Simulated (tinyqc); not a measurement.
# Admittance spectroscopy of a deep trap, step by step

tinyqc, about 0.01 s, one thread, Intel Xeon 2.30GHz (shared host): `OMP_NUM_THREADS=1 python tinyqc.py 2050163 2050164 out.jsonl` Printed values are rounded.

Schottky contact on an n-type layer with shallow donors Nd (all ionised) and a donor-like deep trap, neutral when filled and positive when empty; depletion approximation. Traps within lam of the depletion edge stay filled. The traps at xt = W - lam, where the level crosses the Fermi level, follow a slow signal and not a fast one. w = 2 pi f.

Parameters, values chosen for the exercise; material values those of a made-up semiconductor: relative permittivity eps_r = 11.1; conduction-band density of states at 300 K Nc = 3.45e19 cm^-3; thermal velocity at 300 K vth = 2.1e7 cm/s; shallow donor density Nd = 2e16 cm^-3; built-in voltage Vbi = 0.46 V; depth of the trap below the conduction edge Et = 0.31 eV; capture cross-section sn = 1.4e-14 cm^2; trap density Nt = 5.2e15 cm^-3; reverse bias Vr = 0 V; signal frequency f = 21000 Hz; temperature T = 189 K.

Constants: q = 1.602176634e-19 C, kB = 1.380649e-23 J/K, eps0 = 8.8541878128e-14 F/cm where lengths are in cm. Results are converted to the units shown.

## Widths and limiting capacitances

lam = sqrt(2 eps0 eps_r (EF - ET)/(q Nd)), EF - ET = Et - (kB T/q) ln(Nc(T)/Nd), Nc(T) = Nc (T/300 K)^1.5. In the steady state at the band bending V, 2 eps0 eps_r V/q = Nd W^2 + Nt (W - lam)^2 (the second term only if W > lam). V = Vbi + Vr. C_HF = eps0 eps_r/W, C_LF = eps0 eps_r (Nd + Nt)/(Nd W + Nt xt).

lam = 110.736 nm
W = 165.632 nm
xt = 54.8959 nm
C_HF = 59.3372 nF/cm^2
C_LF = 68.8333 nF/cm^2

The step is 16.0 % of C_HF.

## Admittance at the signal frequency

Emission rate en = sn vth(T) Nc(T) exp(-Et/kB T) = sn g T^2 exp(-Et/kB T), g = vth Nc/(300 K)^2, as vth goes as T^0.5 and Nc as T^1.5 (degeneracy factor 1). Inflection frequency w0 = 2 en [1 + Nt xt/(Nd W)]; C = C_HF + (C_LF - C_HF)/(1 + (w/w0)^2), G/w = (C_LF - C_HF)(w/w0)/(1 + (w/w0)^2).

en = 21804.4 1/s
w0/(2 pi) = 7538.65 Hz
C = 60.4213 nF/cm^2
G/w = 3.01980 nF/cm^2

The signal is faster than the trap, which mostly does not follow it.
